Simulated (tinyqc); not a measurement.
A square-lattice strip 3 sites wide in a magnetic flux, recursive Green functions: effect of the flux.

The device has N = 3 slices of 3 site(s), nearest-neighbour hopping -t, and site energies U; the leads are semi-infinite continuations with site energy 0 and no flux. The hopping from slice i to i + 1 inside the device carries the phase exp(2 pi i f j) on row j = 1, 2, ...: V = <i+1|H|i> = -t diag(exp(2 pi i f j)).

Transverse modes n = 1..3: chi_n(j) = sqrt(2/4) sin(pi n j/4), energy e_n = -2 t cos(pi n/4). Sigma = t^2 sum_n chi_n chi_n^T g(E - e_n), g(x) = (x - i sqrt(4 t^2 - x^2))/(2 t^2) for |x| < 2 t and (x - sign(x) sqrt(x^2 - 4 t^2))/(2 t^2) otherwise; Gamma = i (Sigma - Sigma^dagger); both leads give the same. Forward pass: g_1 = (E - H_1 - Sigma)^(-1), g_i = (E - H_i - V g_(i-1) V^dagger)^(-1), with Sigma also subtracted on the last slice; G_(i,1) = g_i V G_(i-1,1), starting from g_1. H_i is the block of slice i: its site energies on the diagonal and -t between neighbouring rows. T(E) = Tr[Gamma G_(N,1) Gamma G_(N,1)^dagger].

Values chosen for this exercise:

| symbol | value | unit | meaning |
|---|---|---|---|
| t | 1 | eV | hopping (matrix element -t) |
| U | [0.22, -0.28, 0.32, -0.53, -0.42, 0.16, -0.2, 0.73, -0.29] | eV | site energies, slice by slice (3 a slice) |
| E | 0.82 | eV | energy |

Effect of the flux:
```
f (h/q)   T(E)
-0.5     1.165
-0.4     1.187
-0.3     1.023
-0.2     1.030
-0.1     1.525
0        1.710
0.1      1.525
0.2      1.030
0.3      1.023
0.4      1.187
0.5      1.165
```

T(E) is the same at f and -f, as it must be for two terminals, and repeats with period 1 in f. It is 1.71 without flux, 1.17 at half a quantum, and lies between 1.02 and 1.71 in these rows.

Program tinyqc, `OMP_NUM_THREADS=1 python tinyqc.py 2660024 2660025 out.jsonl`; Intel Xeon 2.30GHz, shared host, one thread, about 0.01 s.
